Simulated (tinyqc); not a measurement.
# Potential-pH (Pourbaix) lines of a metal, its cation, its oxide and an oxyanion, with a complexing ligand, step by step

A worked calculation. Computed by tinyqc, a small Python program that keeps every step. Command: `OMP_NUM_THREADS=1 python tinyqc.py 3003620 3003621 out.jsonl pourb walk`. One thread of a shared host (Intel(R) Xeon(R) Processor @ 2.30GHz), about 0.01 s of CPU time with the checks. Intermediate numbers are printed to about 5 digits and carried at full precision; extremes and crossings named in words are read from the listed rows.

Potentials are against the standard hydrogen electrode; solids and water have unit activity; dG_f of M, H+ and the electron is zero; F = e N_A and s = R T ln(10)/F. The cation carries z = 2.

Inputs (values chosen for the exercise, modelled on zinc):
```
quantity,value,unit
dG_f of the cation,-148,kJ/mol
dG_f of the oxide,-322.09,kJ/mol
dG_f of the oxyanion,-403.57,kJ/mol
dG_f of water,-237.14,kJ/mol
temperature T,298.15,K
log10 of the dissolved activity a,-6,-
pH,13,-
potential E,1.2,V
log10 of the stability constant beta of ML,8.3,-
pKa of HL,7.5,-
total ligand c_L,0.11,mol/L
limiting current density i_L,0.00046,A/cm^2
molar volume V_m,9.16,cm^3/mol
```

Species: M, M2+, MO, MO2(2-).

exchange current densities, metal and cathodic (A/cm^2): [6.8e-06, 5e-10]

Tafel slopes, anodic and cathodic (mV/decade): [60, 140]

Constants: R = 8.314462618 J/(mol K); e = 1.602176634e-19 C; N_A = 6.02214076e+23 1/mol.

## Standard potentials

M2+ + 2e = M; MO + 2H+ + 2e = M + H2O; MO2(2-) + 4H+ + 2e = M + 2H2O. For each, E0 = -dG/(z F), and E = E0 + (s/z) log10 a - (s n_H/z) pH, with no activity term for the oxide.

s = 0.059159 V

E0 (V): cation -0.76696, oxide -0.44022, oxyanion 0.36643

The metal is less noble than hydrogen.

## Vertical lines

Two oxidised species coexist where their lines against the metal cross: pH1 (cation/oxide) = [E0(oxide) - E0(cation)]/s - (log10 a)/z; pH2 (oxide/oxyanion) = {[E0(oxyanion) - E0(oxide)]/s + (log10 a)/z}/(4/z - 1).

pH1 = 8.5229

pH2 = 10.635

width of the oxide field, pH2 - pH1 = 2.1123

The oxide is stable from pH 8.52 to 10.64; each decade less of dissolved metal narrows this field by 1.00 pH units.

## The stable species at (pH, E)

The metal is stable below the lowest of the three lines; above it, the species of the lowest line is stable. Water lines at 1 bar: hydrogen E = -s pH, oxygen E = -dG_f(water)/(2F) - s pH.

lines at this pH (V): cation -0.9444, oxide -1.2093, oxyanion -1.3492

upper limit of immunity = -1.3492 V

hydrogen line = -0.76907 V

oxygen line = 0.45982 V

E above the limit of immunity = 2.5492 V

Stable here: the oxyanion (corrosion). The point lies outside the stability range of water. Water itself can oxidise the metal at this pH. Caution: other oxidation states, hydroxides and hydrides are left out, and the lines say nothing of rates.

## A complexing ligand

The free ligand is c_L/(1 + 10^(pKa - pH)) (ligand in excess); dissolved metal is a in all, so the free cation is a/alpha, alpha = 1 + beta [L]; the cation line drops by (s/z) log10 alpha.

free ligand = 0.11000 mol/L

log10 alpha = 7.3414

cation line with ligand = -1.1616 V

that line less the oxide line = 0.047704 V

The oxide still lies below the complexed cation at this pH.

## Mixed potential with oxygen reduction

Anodic i = i0a 10^((E - E_a)/b_a) with E_a the cation line with ligand; cathodic i = i0c 10^((E_c - E)/b_c) with E_c the oxygen line; supply caps the cathodic current, 1/i_c = 1/i(Tafel) + 1/i_L. E_corr makes the two currents equal. Without the cap it would be [b_c E_a + b_a E_c + b_a b_c log10(i0c/i0a)]/(b_a + b_c). Rate = i V_m/(z F). Films are left out.

E_corr without the cap = -0.84878 V

corrosion potential E_corr = -1.0518 V

corrosion current density = 4.5999e-04 A/cm^2

i/i_L = 0.99999

etch rate = 13.101 nm/min

The current sits at the supply limit: stirring or more oxidant, not the ligand, sets the rate. Caution: at this pH the oxyanion, not the cation, is the stable product, so this anodic line is not the one that acts. Caution: E_corr lies below the hydrogen line, so hydrogen evolution, left out here, adds cathodic current.

## The diagram with and without ligand

The formulas are those given above.

Lines against the metal (V); the species with the lowest line is stable above it:
```
pH,cation,oxide,oxyanion,stable above,cation with ligand,"stable above, ligand"
0,-0.94443,-0.4402,0.1890,cation,-0.9512,dissolved
2,-0.94443,-0.5585,-0.0477,cation,-0.9991,dissolved
4,-0.94443,-0.6769,-0.2843,cation,-1.0581,dissolved
5,-0.94443,-0.7360,-0.4026,cation,-1.0876,dissolved
6,-0.94443,-0.7952,-0.5210,cation,-1.1168,dissolved
7,-0.94443,-0.8543,-0.6393,cation,-1.1433,dissolved
8,-0.94443,-0.9135,-0.7576,cation,-1.1581,dissolved
9,-0.94443,-0.9727,-0.8759,oxide,-1.1612,dissolved
10,-0.94443,-1.0318,-0.9942,oxide,-1.1615,dissolved
12,-0.94443,-1.1501,-1.2309,oxyanion,-1.1616,oxyanion
14,-0.94443,-1.2685,-1.4675,oxyanion,-1.1616,oxyanion
```

Without ligand the oxide holds 2 of the eleven rows (pH 9 to 10), with it 0. The ligand acts once beta [L] exceeds 1, from pH = pKa - log10(beta c_L) = 0.2 on; its line then falls by at most s/z per pH unit and flattens beyond pKa, 0.217 V below the free cation at most. The oxide line falls faster, by s per pH unit.

Checks made by the program: the lines cross at pH1 and pH2 (relative difference below 1e-10).
